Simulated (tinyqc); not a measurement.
ESD clamp with bipolar snapback, compact model and design window: one step of the calculation.

The drain junction multiplies the current that enters it: Igen = (M - 1)(Ic + I0), M = 1/(1 - (Vj/BV)^n). The generated holes leave through the substrate resistance and the base of the parasitic npn: Igen = Vb/Rb + Ic/be, Ic = Is exp(Vb/Vt). Terminal current I = Ic + I0 + Igen and voltage V = Vj + I Ro, per width. Isothermal, constant gain.

Problem. The snapback curve. For given Vb: Ic, Igen, M = 1 + Igen/(Ic + I0), Vj = BV (1 - 1/M)^(1/n), I and V.

Inputs (values chosen for the exercise); values close to those of grounded-gate n-channel clamps: temperature T = 300 K; junction breakdown voltage BV = 10.2 V; exponent of the multiplication n = 4; current gain of the parasitic npn be = 9.5; saturation current Is = 2.9e-18 A/um; junction leakage I0 = 4.2e-11 A/um; substrate resistance Rb = 16000 ohm um; drain ballast and contact resistance Ro = 300 ohm um.

Constants: q = 1.602176634e-19 C, kB = 1.380649e-23 J/K, Vt = kB T/q. Results are converted to the units shown.

Vb, point 0 to 8 (V): 0.05  0.3  0.498  0.558  0.608  0.734  0.85  0.87  0.9

Give: Ic; M; Vj; I; V.

Solution.

```
point	Ic (uA/um)	M	Vj (V)	I (uA/um)	V (V)
0	2.0061e-11	74406	10.200	3.1250	10.201
1	3.1782e-7	4.4308e5	10.200	18.750	10.206
2	6.7364e-4	43493	10.200	31.126	10.209
3	0.0068610	5053.3	10.199	34.883	10.210
4	0.047462	801.03	10.197	38.053	10.208
5	6.2095	8.4931	9.8855	52.738	9.9013
6	551.78	1.2015	6.5276	662.99	6.7265
7	1196.1	1.1507	6.1363	1376.3	6.5492
8	3817.1	1.1200	5.8357	4275.1	7.1182
```

V peaks at Vt1 = 10.21 V and falls to Vh = 6.549 V: once the npn supplies current, a small M feeds the base. At high current M tends to 1 + 1/be and Vj to BV (1 + be)^(-1/n) = 5.666 V.

tinyqc, about 0.01 s, one thread, Intel Xeon 2.30GHz (shared host): `OMP_NUM_THREADS=1 python tinyqc.py 2670033 2670034 out.jsonl`
